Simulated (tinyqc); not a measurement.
# Voltage drop against the pad pitch

A grid of 25 by 25 nodes with segments Rx (rows) and Ry (columns); every node draws I1 and the central node kh I1; pads with resistance Rp sit at the nodes whose row and column are multiples of the pitch, counting from 0. The drops u = Vdd - V follow from G u = i, with G the conductance matrix and i the load currents, solved directly.

Values chosen for this exercise:
```
symbol,value,unit,meaning
Vdd,0.8,V,supply voltage
Rx,0.1,ohm,resistance of a horizontal segment
Ry,0.1,ohm,resistance of a vertical segment
Rp,0.22,ohm,resistance from a pad node to the supply
kh,5,,factor on the load at the hot node
I1,0.39,mA,load current of a node in the large grid
```

Results:
columns A: pitch (nodes); B: pads; C: worst drop (mV); D: mean drop (mV); E: largest drop at a pad (mV); F: largest pad current (mA); G: worst drop over Vdd (%)
```
A     B       C        D       E       F        G
1   625  0.1364  0.08635  0.1364  0.6202  0.01706
2   169  0.4030   0.3448  0.4030   1.832  0.05037
4    49   1.445    1.279   1.316   5.983   0.1806
6    25   2.917    2.638   2.559   11.63   0.3646
8    16   4.819    4.306   3.873   17.61   0.6024
12    9   8.705    8.232   7.304   33.20    1.088
24    4   23.70    22.25   13.49   61.33    2.962
```

Estimate the missing row, pitch = 3 nodes.

Computed row:
columns A: pitch (nodes); B: pads; C: worst drop (mV); D: mean drop (mV); E: largest drop at a pad (mV); F: largest pad current (mA); G: worst drop over Vdd (%)
```
A   B       C       D       E      F       G
3  81  0.8598  0.7496  0.8071  3.668  0.1075
```

With this row back in the table: The worst drop goes from 0.136 to 23.7 mV while the number of pads falls from 625 to 4; between the last two rows it goes as pitch^(1.44). The largest drop at a pad is 100 % of the worst drop in the first row and 56.9 % in the last; the rest falls along the wires.

Program tinyqc, `OMP_NUM_THREADS=1 python tinyqc.py 2770130 2770131 out.jsonl`; Intel Xeon 2.30GHz, shared host, one thread, about 0.3 s.
